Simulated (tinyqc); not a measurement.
# Dead time and true rate from two light levels

Inverse problem. A non-paralysable detector measures m = n/(1 + n td); dark counts are negligible. Find td and the true rate at the lower flux.

measured rates at a photon flux and at four times that flux (1/s): 5.2772809e6  1.6032609e7

Answer. 1/m = 1/n + td, so the difference of the inverse rates is 3/(4 n).

td = 20.00 ns
n = 5.900e6 1/s

Program tinyqc, `OMP_NUM_THREADS=1 python tinyqc.py 2630044 2630045 out.jsonl`; Intel Xeon 2.30GHz, shared host, one thread, about 0.01 s.
